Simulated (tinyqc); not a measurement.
MOSFET in the linear regime without short-channel effects, parameter extraction from computed curves: extraction methods against the source plus drain resistance.

Inversion charge Q = Cox n Vt W0(exp((Vg - VT)/(n Vt))), W0 the Lambert function and n = nf; u = Q/Cox; mobility mu = mu0/(1 + th1 u + th2 u^2); channel resistance Rch = (L - dL)/(W mu Q); Id = Vd/(Rch + Rsd/W). Cox = eps0 eox/tox. Small Vd, no channel-length or drain effects.

From the continuous curve Id(Vg): tangent at peak gm (V_ext = Vg - Id/gm); constant current Id = 0.1 uA W/L; peak of d2Id/dVg2; Y = Id/sqrt(gm) drawn through Vg = VT + 0.6 and VT + 0.8 V, with intercept VT_Y and slope s. Mobilities gm,max L/(W Cox Vd) and s^2 L/(W Cox Vd) with the drawn L. Last column: share of Rsd/W in the total resistance at VT + 0.8 V.

Values chosen for this exercise; channel values of the order met in silicon transistors: temperature T = 200 K; relative permittivity of the gate insulator (close to silicon dioxide) eox = 3.9; insulator thickness tox = 1.5 nm; low-field mobility mu0 = 200 cm^2/(V s); first mobility attenuation factor th1 = 0.17 1/V; second mobility attenuation factor th2 = 0 1/V^2; threshold voltage VT = 0.32 V; body factor nf = 1.43; gate width W = 0.5 um; drawn gate length L = 0.089 um; drawn less effective length dL = 0.01 um; drain voltage Vd = 0.025 V.

Constants: q = 1.602176634e-19 C, kB = 1.380649e-23 J/K, Vt = kB T/q, eps0 = 8.8541878128e-14 F/cm where lengths are in cm. Results are converted to the units shown.

Result of one run:
columns A: Rsd (ohm um); B: V_ext (V); C: constant current (V); D: second derivative (V); E: VT_Y (V); F: mobility from gm (cm^2/(V s)); G: mobility from Y (cm^2/(V s)); H: series share (%)
```
A        B      C      D      E    F    G     H
100  0.321  0.299  0.312  0.362  157  208  27.1
```

What becomes of these results when the source plus drain resistance Rsd is changed from 100 to 800 ohm um, all else the same?

Result of the changed run:
columns A: Rsd (ohm um); B: V_ext (V); C: constant current (V); D: second derivative (V); E: VT_Y (V); F: mobility from gm (cm^2/(V s)); G: mobility from Y (cm^2/(V s)); H: series share (%)
```
A        B      C      D      E     F    G     H
800  0.295  0.300  0.302  0.362  98.2  208  74.9
```

The whole series:
columns A: Rsd (ohm um); B: V_ext (V); C: constant current (V); D: second derivative (V); E: VT_Y (V); F: mobility from gm (cm^2/(V s)); G: mobility from Y (cm^2/(V s)); H: series share (%)
```
A         B      C      D      E     F    G     H
0     0.341  0.299  0.315  0.362   189  208     0
50    0.328  0.299  0.314  0.362   169  208  15.7
100   0.321  0.299  0.312  0.362   157  208  27.1
200   0.313  0.299  0.310  0.362   141  208  42.7
400   0.305  0.300  0.307  0.362   121  208  59.8
800   0.295  0.300  0.302  0.362  98.2  208  74.9
1500  0.286  0.301  0.296  0.362  77.1  208  84.8
```

The model has VT = 0.32 V and mu0 = 200 cm^2/(V s). Over the table the extracted thresholds move by 55 mV (tangent), 2.3 mV (constant current), 18 mV (second derivative), under 0.5 mV (Y function). The mobility from gm falls from 189 to 77.1 and that from Y stays near 208 cm^2/(V s). Y cancels the series resistance, which multiplies Id and sqrt(gm) by the same factor.

Computed by the program tinyqc: `OMP_NUM_THREADS=1 python tinyqc.py 2210078 2210079 out.jsonl`, one thread of a shared Intel Xeon 2.30GHz, about 0.01 s for the whole run.
